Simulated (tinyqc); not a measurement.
Vacuum evaporation: vapour pressure, source flux, thickness distribution, purity and step coverage: one step, computed by the program tinyqc. Command: `OMP_NUM_THREADS=1 python tinyqc.py 3112137 3112138 out.jsonl evap walk`. One thread of a shared host (Intel(R) Xeon(R) Processor @ 2.30GHz), about 0.01 s of CPU time with the checks.

Molecular flow, unit sticking of the metal, no re-evaporation. The background gas is taken as water vapour (18.015 g/mol, collision diameter 0.37 nm) at 300 K.

Task: Vapour pressure and flux. log10(p_v/Pa) = A - B/T; flux from the surface Phi = p_v/sqrt(2 pi m k_B T), m = M u. Mass loss = Phi x area x m; heat of evaporation = ln(10) R B; d ln Phi/dT = ln(10) B/T^2 - 1/(2 T).

Inputs (values chosen for the exercise, modelled on germanium, with constants for the liquid):

| quantity | value | unit |
|---|---|---|
| molar mass M | 72.63 | g/mol |
| vapour-pressure constant A | 10.66 | - |
| vapour-pressure constant B | 17480 | K |
| source temperature T | 1550 | K |
| source area | 2.8 | cm^2 |

Constants: u = 1.6605390666e-27 kg; k_B = 1.380649e-23 J/K; R = 8.314462618 J/(mol K).

Give: vapour pressure p_v; flux Phi; mass loss; heat of evaporation; change of flux per kelvin.

Result:

vapour pressure p_v = 0.2413 Pa

flux Phi = 1.895e+17 1/(cm^2 s)

mass loss = 0.2304 g/h

heat of evaporation = 334.7 kJ/mol

change of flux per kelvin = 1.643 %/K

Holding the rate to 1 % needs the temperature to about 0.61 K.
